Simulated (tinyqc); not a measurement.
What the anneal budget does: two-dimensional dopant profile at a mask edge: lateral junction, overlap and effective channel length. Computed by tinyqc, a small Python program. Command: `OMP_NUM_THREADS=1 python tinyqc.py 3021315 3021316 out.jsonl lateral walk`. One thread of a shared host (Intel(R) Xeon(R) Processor @ 2.30GHz), about 0.02 s of CPU time with the checks.

Ions enter for y < 0; the mask (spacer, then gate) covers y > 0. x is the depth. The surface reflects dopant during the anneal.

Inputs (values chosen for the exercise, modelled on a source-drain extension in silicon):
```
quantity               value    unit
dose Q               1.7e+15  1/cm^2
projected range R_p      5.4      nm
vertical straggle        2.4      nm
lateral straggle         1.2      nm
anneal budget D t    1.8e-14    cm^2
channel doping C_B   5.7e+17  1/cm^3
gate length L_g           48      nm
offset spacer            1.3      nm
```

Method:
- Widths s_x^2 = (vertical straggle)^2 + 2 D t, s_y^2 = (lateral straggle)^2 + 2 D t. C(x, y) = V(x) (1/2) erfc(y/(sqrt2 s_y)), V(x) = Q/(sqrt(2 pi) s_x) [exp(-(x - R_p)^2/(2 s_x^2)) + exp(-(x + R_p)^2/(2 s_x^2))]; 1 nm = 1e-7 cm.
- The lateral junction at depth x solves C = C_B: y_j(x) = sqrt2 s_y erfc^-1(2 C_B/V(x)). Overlap under the gate = y_j(0) - spacer; metallurgical channel L_met = L_g - 2 overlap (tails from the two sides are not added).
- x_j solves V(x) = C_B. Budgets are multiples of the given D t (at 0 the mirror term is kept, which overstates V(0) as implanted); those with V(0) not above 2.5 C_B are left out.

Junctions (nm):
```
multiple     s_x     s_y     x_j  y_j(0)  y_j/x_j   L_met
0.0       2.4000  1.2000  15.301   3.623  0.23678  43.354
0.1       2.4739  1.3416  15.587   4.098  0.26294  42.403
0.3       2.6153  1.5875  16.134   4.942  0.30628  40.717
1.0       3.0594  2.2450  17.839   7.260  0.40698  36.080
2.0       3.6000  2.9394  19.893   9.730  0.48914  31.139
4.0       4.4900  3.9799  23.227  13.375  0.57583  23.850
8.0       5.8788  5.4991  28.339  18.528  0.65381  13.543
16.0      7.9599  7.6837  35.840  25.653  0.71577  -0.706
```

What follows from these numbers?

The ratio y_j/x_j goes from 0.24 to 0.72: as implanted, x_j includes R_p and y_j only the lateral straggle; after long diffusion both scale roughly with sqrt(D t) as long as V(0) stays far above C_B, and the ratio stays below 1 because the edge starts from half the concentration and an erfc falls faster than the Gaussian. L_met is negative in the rows beyond a multiple of 8: source and drain merge.
